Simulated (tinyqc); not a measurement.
Comparisons within one model: Lorentz oscillators and the Kramers-Kronig relations. A value that a table varies takes the place of the one given here.

eps(E) = 1 + sum_j S_j/(E0_j^2 - E^2 - i G_j E).

Kramers-Kronig: eps1(E) = 1 + (2/pi) P integral_0^infinity E1 eps2(E1)/(E1^2 - E^2) dE1. Maclaurin rule on the grid E_j = j h, j = 1 .. M: eps1(E_i) = 1 + (4 h/pi) sum over j with j - i odd of E_j eps2(E_j)/(E_j^2 - E_i^2); nothing is added above E_M.

n + i k = sqrt(eps1 + i eps2) with k >= 0; R = ((n - 1)^2 + k^2)/((n + 1)^2 + k^2) at normal incidence from vacuum; alpha = 2 E k/(hbar c), times 1e8 for 1/cm; loss function Im(-1/eps) = eps2/(eps1^2 + eps2^2).

Constants: hbar c = 1973.269805 eV angstrom.

Parameters, chosen for this exercise (line positions loosely like those of SiC; Lorentz tails absorb below the gap, where the real solid is clear; the results hold for these values, not for the real material):
- E0 = (6.11, 7.66, 9.93) eV (resonances)
- G = (1.1, 0.88, 2.21) eV (widths)
- S = (45.2, 129, 95.9) eV^2 (strengths)
- h = 1 eV (grid step)
- M = 30 (grid points E_j = j h)
- E_t = 1.2 eV (energy below the first line)
- E = 8.41 eV (photon energy)

## Numerical transform against the formula

Every third grid point is listed; the error is the transform minus the formula.

Dielectric function:

| E (eV) | eps2 | eps1 formula | eps1 transform | error |
|---|---|---|---|---|
| 2.00 | 0.212 | 5.719 | 4.666 | -1.053 |
| 5.00 | 2.047 | 9.098 | 10.746 | 1.648 |
| 8.00 | 13.284 | -7.147 | -0.353 | 6.794 |
| 11.00 | 2.524 | -3.516 | -4.309 | -0.793 |
| 14.00 | 0.395 | -1.108 | -0.686 | 0.422 |
| 17.00 | 0.145 | -0.221 | -0.417 | -0.196 |
| 20.00 | 0.073 | 0.187 | 0.350 | 0.163 |
| 23.00 | 0.042 | 0.415 | 0.318 | -0.097 |
| 26.00 | 0.027 | 0.556 | 0.641 | 0.085 |
| 29.00 | 0.019 | 0.651 | 0.588 | -0.063 |

The largest error listed is +6.794 at 8.00 eV. The rule samples every 2h = 2 eV and the narrowest line is 0.88 eV wide, so it is not resolved. The grid ends at 30 eV, where eps2 is still 0.017; the error at the last point listed, nearest the missing tail, is -0.063.

## How far the spectrum must be known

The integrals are done by adaptive quadrature and cut at E_cut. f-sum share: (2/pi) integral of E eps2 over sum S. Static share: (2/pi) integral of eps2/E over eps(0) - 1.

Cut integrals:

| E_cut (eV) | eps1(E_t) | f-sum share | static share |
|---|---|---|---|
| 7.9 | 4.035 | 0.448 | 0.672 |
| 10.9 | 5.262 | 0.815 | 0.947 |
| 14.9 | 5.456 | 0.920 | 0.991 |
| 19.9 | 5.484 | 0.948 | 0.997 |
| 29.8 | 5.494 | 0.968 | 0.999 |
| 49.6 | 5.496 | 0.982 | 1.000 |

eps1(E_t) from the formula = 5.497

Cut at 10.9 eV, just above the last line, eps1(E_t) lacks 0.235; cut at 49.6 eV it lacks 0.001. At 14.9 eV the static sum has reached 0.991 and the f-sum only 0.920: the f-sum weights eps2 by E and the static sum by 1/E, so the f-sum needs the far tail.

## Optical constants across the spectrum

Spectrum:

| E (eV) | eps1 | eps2 | n | k | R | loss |
|---|---|---|---|---|---|---|
| 1.49 | 5.562 | 0.147 | 2.359 | 0.031 | 0.164 | 0.005 |
| 3.52 | 6.648 | 0.560 | 2.581 | 0.108 | 0.196 | 0.013 |
| 5.55 | 10.553 | 4.488 | 3.318 | 0.676 | 0.305 | 0.034 |
| 7.58 | 4.503 | 20.322 | 3.558 | 2.856 | 0.508 | 0.047 |
| 9.61 | -2.172 | 5.212 | 1.318 | 1.977 | 0.432 | 0.163 |
| 11.65 | -2.841 | 1.488 | 0.428 | 1.739 | 0.662 | 0.145 |
| 13.68 | -1.264 | 0.455 | 0.199 | 1.142 | 0.710 | 0.252 |
| 15.71 | -0.510 | 0.212 | 0.145 | 0.729 | 0.685 | 0.694 |
| 17.74 | -0.094 | 0.120 | 0.171 | 0.351 | 0.542 | 5.175 |
| 19.77 | 0.164 | 0.076 | 0.416 | 0.092 | 0.174 | 2.320 |
| 21.80 | 0.338 | 0.052 | 0.583 | 0.045 | 0.070 | 0.445 |
| 23.83 | 0.460 | 0.037 | 0.679 | 0.027 | 0.037 | 0.175 |

Among the energies listed the largest values are at (eV): eps2 7.58; n 7.58; k 7.58; R 13.68; loss 17.74. eps1 crosses zero at 7.69 and 18.38 eV; the last crossing is upward and marks the plasmon, against sqrt(sum S) = 16.43 eV for free electrons.

## What each oscillator parameter does

At the energy E. Each row changes one parameter from the base and keeps the others.

Results:

| case | eps1 | eps2 | n | k | R |
|---|---|---|---|---|---|
| base | -5.648 | 6.709 | 1.249 | 2.685 | 0.593 |
| E0 = (6.416, 7.66, 9.93) eV | -5.784 | 6.796 | 1.253 | 2.712 | 0.597 |
| G = (1.65, 0.88, 2.21) eV | -5.545 | 6.840 | 1.277 | 2.679 | 0.587 |
| S = (54.24, 129, 95.9) eV^2 | -5.899 | 6.778 | 1.242 | 2.728 | 0.602 |
| E = 8.831 eV | -3.348 | 4.887 | 1.135 | 2.153 | 0.506 |

The largest shifts from the base row, up to three for each result and ties (the steps differ in size, so this ranks the rows, not the parameters). eps1: E +2.300, S -0.251, E0 -0.136. eps2: E -1.822, G +0.131, E0 +0.088. n: E -0.114, G +0.027, S -0.007. k: E -0.532, S +0.043, E0 +0.027. R: E -0.086, S +0.009, G -0.006.

tinyqc: `OMP_NUM_THREADS=1 python tinyqc.py 1681501 1681502 out.jsonl`; about 0.2 s, one thread, shared Intel(R) Xeon(R) Processor @ 2.30GHz.
